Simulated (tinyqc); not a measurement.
Anisotropic wet etching of Si(100): plane rates, V-grooves, membranes and undercut: one step, computed by the program tinyqc. Command: `OMP_NUM_THREADS=1 python tinyqc.py 3003081 3003082 out.jsonl wetetch walk`. One thread of a shared host (Intel(R) Xeon(R) Processor @ 2.30GHz), about 0.01 s of CPU time with the checks.

A long slot opens the mask on a (100) wafer. The floor etches at R100; (111) walls stand at theta = arctan(sqrt2) = 54.7356 degrees to the surface and recede at R111 along their normal.

Question. Designing a membrane from the back side. Etch depth d - membrane, time = depth/R100; for a membrane as wide as w the opening must be w + sqrt2 depth - 2 u time; oxide mask consumed R_ox x time; a 1 K error changes the depth by the fraction E/(k_B T^2); a convex mask corner, such as that of a mesa, would retreat by c x depth.

Inputs (values chosen for the exercise, close to those used for tetramethylammonium hydroxide solutions): activation energy of (100), E = 0.623 eV; corner undercut rate over (100) rate, c = 2.4; bath temperature T = 55 C; width w (mask opening along <110>, or membrane width in the design step) = 85 um; wafer thickness d = 380 um; membrane thickness wanted = 16 um.

R100 = 0.1324544 um/min

lateral rate u = 0.004159923 um/min

R_ox = 1.513181e-05 um/min

Constants: k_B = 8.617333262e-05 eV/K.

Give: time to reach the membrane; opening needed; oxide consumed; depth error per kelvin; retreat of a convex corner.

Answer.

time to reach the membrane = 2748 min

opening needed = 576.9 um

oxide consumed = 41.58 nm

depth error per kelvin = 24.44 um

retreat of a convex corner = 873.6 um

The error per kelvin is 153 % of the membrane, so a timed etch cannot hold it and an etch stop is needed. A corner retreat larger than the depth shows why mesas need compensation structures. Caution: rates also depend on concentration, doping, additives and stirring, all held fixed here.
